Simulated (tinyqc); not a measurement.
Cluster expansion of a binary alloy: correlations, fit, cross-validation and ground states: one step, computed by the program tinyqc. Command: `OMP_NUM_THREADS=1 python tinyqc.py 3023369 3023370 out.jsonl clex walk`. One thread of a shared host (Intel(R) Xeon(R) Processor @ 2.30GHz), about 0.2 s of CPU time with the checks.

s = +1 for A and -1 for B. Energy per site E = J0 + J1 P(point) + sum over clusters of m V P, with P the mean product of spins; V > 0 on a pair favours unlike neighbours. Clusters per site m: pair 1 6, pair 2 3, pair 3 12, triplet 8; the triplet is the triangle of first neighbours. Formation energies are counted from the line between pure A and pure B, which removes J0 and J1.

Question. The random alloy and its short-range order. Random alloy: P(pair) = p^2, P(triplet) = p^3, p = 1 - 2x, so H_mix = (p^2 - 1) sum m V(pairs) + (p^3 - p) m Vt; G_mix = H_mix + k_B T [x ln x + (1 - x) ln(1 - x)]. To first order in 1/T the Warren-Cowley parameter of shell 1 is alpha_1 = -(1 - p^2) V_eff/(k_B T), V_eff = V1 + (number of triplets on a first-neighbour bond) p Vt, that number being 4.

Inputs (values chosen for the exercise, for a model alloy):

| quantity | value | unit |
|---|---|---|
| first-pair interaction V1 | -20 | meV |
| second-pair interaction V2 | -3 | meV |
| third-pair interaction V3 | -2.2 | meV |
| triplet interaction Vt | -3.7 | meV |
| temperature T | 1000 | K |
| fraction x of B | 0.6 | - |

Lattice: fcc.

Constants: k_B = 8.617333262e-05 eV/K.

Give: mixing enthalpy H_mix; mixing free energy G_mix; alpha_1.

Answer.

mixing enthalpy H_mix = 143.5008 meV/site

mixing free energy G_mix = 85.505 meV/site

alpha_1 = 0.18983

alpha_1 > 0: like neighbours cluster. Caution: G_mix lies above the hull of the ordered structures at this x, so the random alloy is not the equilibrium state at T. Caution: so large an alpha_1 is beyond the first-order expansion.
